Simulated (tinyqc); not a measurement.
Which pair of peaks is best: composition and strain of an epitaxial Si(1-x)Ge(x) layer from Raman and X-ray peaks. Computed by tinyqc, a small Python program. Command: `OMP_NUM_THREADS=1 python tinyqc.py 3023172 3023173 out.jsonl epiraman walk`. One thread of a shared host (Intel(R) Xeon(R) Processor @ 2.30GHz), about 0.01 s of CPU time with the checks.

A (001) layer, biaxially strained in the plane. The Raman peaks follow empirical lines omega = w0 + c1 x + c3 x^3 + b eps (c3 for Si-Ge alone), with eps the in-plane strain.

Inputs (values chosen for the exercise, modelled on silicon-germanium):

| quantity | value | unit |
|---|---|---|
| Ge fraction x | 0.16 | - |
| Si-Si: c1 | -67.8 | 1/cm |
| Si-Si: strain coefficient b | -725 | 1/cm |
| Si-Ge: c1 | 25.4 | 1/cm |
| Si-Ge: c3 | -33.6 | 1/cm |
| Si-Ge: strain coefficient b | -573 | 1/cm |
| Ge-Ge: c1 | 20.3 | 1/cm |
| Ge-Ge: strain coefficient b | -432 | 1/cm |
| uncertainty of a Raman peak | 0.05 | 1/cm |

Substrate: silicon.

Method. For each pair invert J = [d omega/dx, d omega/d eps] at the true x. Independent errors of the given size in both peaks give sigma_x and sigma_eps = uncertainty x (norm of the rows of the inverse of J).

Error propagation:

| pair | det J | sigma_x | sigma_eps (per mille) |
|---|---|---|---|
| Si-Si and Si-Ge | 55.394 | 8.3412e-04 | 0.064572 |
| Si-Si and Ge-Ge | 44.0071 | 9.5888e-04 | 0.080412 |
| Si-Ge and Ge-Ge | 1.7739 | 0.020227 | 0.86089 |

The pair Si-Si and Si-Ge fixes x best (sigma_x = 8.3e-4) and Si-Ge and Ge-Ge worst (0.020), a factor 24. Strain moves all peaks the same way, so a good pair needs different ratios of composition slope to strain coefficient, best of opposite sign; the slopes here are -67.8, 22.8 and 20.3 per cm for Si-Si, Si-Ge and Ge-Ge. Errors in the coefficients themselves are not counted.

Extremes, crossings and ranges named in words are read from the listed rows.
